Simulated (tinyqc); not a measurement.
# Strained alloy layer of InAs and AlAs on (001) InP, model-solid band line-up, step by step

Program tinyqc, `OMP_NUM_THREADS=1 python tinyqc.py 2690001 2690002 out.jsonl`; Intel Xeon 2.30GHz, shared host, one thread, about 0.01 s. Printed values are rounded.

The layer is x parts of the first compound and 1 - x of the second, grown coherently on the third as substrate and barrier. Rows of the table: lattice constant a, average valence level Ea on an absolute scale, spin-orbit splitting so, gaps at Gamma, X and L, hydrostatic deformation potentials av and ac (Gamma), shear potential b, elastic constants, electron and heavy-hole (along z) masses. All are interpolated linearly in x; gaps get -C x (1 - x), taken wholly in the conduction band; real line-ups can differ from this model by 0.1 eV or more.

Inputs (values chosen for the exercise): fraction of the first compound in the layer x = 0.41; bowing of the Gamma gap CG = 0.7 eV; bowing of the X gap CX = 0 eV; bowing of the L gap CL = 0 eV.

Range of the model: The X or L gap of the relaxed alloy lies near or below the Gamma gap, so the Gamma edge computed here may not be the lowest conduction edge.

## Relaxed alloy and strain

Binary compounds, values chosen for the exercise:
```
              close to InAs  close to AlAs  close to InP
a (angstrom)          6.058          5.661         5.869
Ea (eV)               -6.67          -7.49         -7.04
so (eV)               0.375          0.278          0.11
EG (eV)               0.359           3.04          1.35
EX (eV)                1.39           2.18          2.17
EL (eV)                1.08           2.33          1.91
av (eV)               0.989           2.46          1.25
ac (eV)               -5.15          -5.72         -5.03
b (eV)                -1.82           -1.5         -1.71
c11 (GPa)              83.7            124           102
c12 (GPa)              44.6           53.7          55.9
me (m0)              0.0232           0.15        0.0809
mh (m0)                0.33          0.469         0.536
```

In-plane strain e = (a_substrate - a)/a, e_z = -2 (c12/c11) e, volume change 2 e + e_z.

a = 5.823770 angstrom
Gamma gap = 1.771460 eV
X gap = 1.856100 eV
L gap = 1.817500 eV
e = 0.7766447 %
e_z = -0.7221668 %
volume change = 0.8311226 %

The relaxed alloy has its lowest gap at Gamma (direct). The layer is under tensile in-plane strain.

## Band edges and offsets

In-plane strain e = (a_substrate - a)/a, e_z = -2 (c12/c11) e, volume change 2 e + e_z. With v = 2 e + e_z and d = 2 b (e_z - e): Eav = Ea + av v; E_hh = Eav + so/3 - d/2; E_lh = Eav - so/6 + d/4 + sqrt(so^2 + so d + 9 d^2/4)/2; E_c = Ea + so/3 + EG + ac v (Gamma). Substrate: E_v = Ea + so/3, E_c = E_v + EG. Well depths: dEc = E_c(substrate) - E_c, dEhh = E_hh - E_v(substrate), dElh likewise; strained Gamma gap E_c - max(E_hh, E_lh); positive values confine carriers in the layer.

d = 0.04889722 eV
E_hh = -7.056892 eV
E_lh = -7.004537 eV
E_c = -5.322015 eV
strained Gamma gap = 1.682522 eV
dEc = -0.3313188 eV
dEhh = -0.05355891 eV
dElh = -0.001203346 eV

The light-hole band lies on top, by 52.4 meV. At Gamma the line-up is type I, the layer is a barrier for both carriers.

## Critical thickness

In-plane strain e = (a_substrate - a)/a. Matthews-Blakeslee for 60-degree dislocations in a single layer: hc = k (ln(hc/bv) + 1), k = bv (1 - nu/4)/(4 pi |e| (1 + nu)), nu = c12/(c11 + c12), bv = a/sqrt(2); the larger root.

nu = 0.3173723
bv = 0.4118027 nm
hc = 13.16597 nm

The layer, Lw = 5.1 nm, is thinner than hc, so it stays coherent by this criterion.
